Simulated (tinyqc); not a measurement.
# Thermal, flicker and telegraph noise of a field-effect transistor, step by step

A worked calculation. Computed by tinyqc, a small Python program that keeps every step. Command: `OMP_NUM_THREADS=1 python tinyqc.py 3028172 3028173 out.jsonl noise walk`. One thread of a shared host (Intel(R) Xeon(R) Processor @ 2.30GHz), about 0.01 s of CPU time with the checks. Intermediate numbers are printed to about 7 digits and carried at full precision; extremes and crossings named in words are read from the listed rows.

Strong inversion, threshold roll-off and channel-length modulation left out; noise sources are uncorrelated and are given as one-sided spectral densities.

Inputs (values chosen for the exercise, modelled on a high-k silicon transistor):
```
quantity                        value         unit
width W                          0.68   micrometre
length L                           94           nm
electrical oxide thickness t        2           nm
mobility mu                       410   cm^2/(V s)
saturation velocity v_s           1.1     1e7 cm/s
overdrive V_ov                   0.29            V
thermal noise factor gamma        1.3            -
oxide trap density N_t        2.4e+17  1/(eV cm^3)
oxide barrier phi                 1.9           eV
oxide mass m_ox                  0.23          m_0
frequency f                     30000           Hz
temperature T                     400            K
```

Operating region: saturation. Flicker model: number fluctuation.

Constants: eps_0 = 8.8541878128e-12 F/m; hbar = 1.054571817e-34 J s; m_0 = 9.1093837015e-31 kg; e = 1.602176634e-19 C; k_B = 8.617333262e-05 eV/K; k_B = 1.380649e-23 J/K.

## Operating point

C_ox = 3.9 eps_0/t; V_c = 2 v_s L/mu; I = W C_ox v_s V_ov^2/(V_ov + V_c); g_m = W C_ox v_s V_ov (V_ov + 2 V_c)/(V_ov + V_c)^2; g_d0 = mu C_ox (W/L) V_ov.

C_ox = 1.726567 microfarad/cm^2

drain current I = 136.7247 microampere

g_m = 770.8163 microsiemens

g_d0 = 1485.068 microsiemens

## Flicker noise

Tunnelling length lambda = hbar/(2 sqrt(2 m_ox phi)); flat-band noise S_Vfb = e^2 k_B T lambda N_t/(W L C_ox^2 f). S_I = g_m^2 S_Vfb.

tunnelling length lambda = 1.476355 angstrom

S_Vfb = 5.484423e-14 V^2/Hz

flicker S_I = 3.258613e-20 A^2/Hz

flicker S_I/I^2 = 1.743166e-12 1/Hz

Caution: fewer than one trap per decade of time constant is active, so one device shows telegraph steps and the 1/f law is only a mean over many devices.

## Thermal noise and corner

Thermal: S_I = 4 k_B T gamma g_d0; input-referred S_V = S_I/g_m^2; corner f_c where flicker equals thermal. Total input noise from 1 Hz to f_c: sqrt(S_V,thermal [f_c ln(f_c/1 Hz) + f_c - 1 Hz]).

thermal S_I = 4.264743e-23 A^2/Hz

input-referred thermal noise = 8.472187 nV/sqrt(Hz)

corner frequency f_c = 2.292245e+07 Hz

input noise up to f_c = 171.8421 microvolt

full shot noise 2eI over thermal S_I = 1.027294

At f the noise is flicker dominated (f_c/f = 764).

## How many traps?

Active traps per decade of time constant: N_dec = N_t k_B T W L lambda ln(10); a single trap at the interface shifts the threshold by e/(W L C_ox) and the current by g_m times that; tunnelling depth for frequency f, z = lambda ln(1/(2 pi f tau_0)), tau_0 = 1e-10 s.

traps per decade = 0.1797576

threshold step of one trap = 0.1451745 mV

current step of one trap = 0.08184537 %

depth probed at f = 1.606130 nm

With fewer than one trap per decade the spectrum is not a smooth 1/f but a few Lorentzians, seen in time as telegraph steps, and S_Vfb is only the mean over many devices.

## Telling the models apart

The formulas are those given above.

Against the overdrive:
```
V_ov (V)  I (microampere)  (g_m/I)^2 (1/V^2)  S_I/I^2 (1/Hz)  S_I/g_m^2 (V^2/Hz)
0.20              73.3384           73.62210    4.037748e-12        5.484423e-14
0.25             106.9963           44.54796    2.443199e-12        5.484423e-14
0.32             160.4176           25.37119    1.391463e-12        5.484423e-14
0.40             228.4805           15.16544    8.317368e-13        5.484423e-14
0.50             321.4567            9.02625    4.950375e-13        5.484423e-14
0.63             451.8596            5.25818    2.883809e-13        5.484423e-14
0.80             633.6616            3.00453    1.647812e-13        5.484423e-14
1.00             858.4686            1.78297    9.778560e-14        5.484423e-14
```

S_I/I^2 falls as V_ov^-2.25 at first and V_ov^-2.34 at the end; (g_m/I)^2 as V_ov^-2.25 and V_ov^-2.34. The two run parallel and the input-referred noise is flat: the mark of pure number fluctuation.

Checks made by the program: g_m against a numerical derivative of I (relative difference 1e-10).
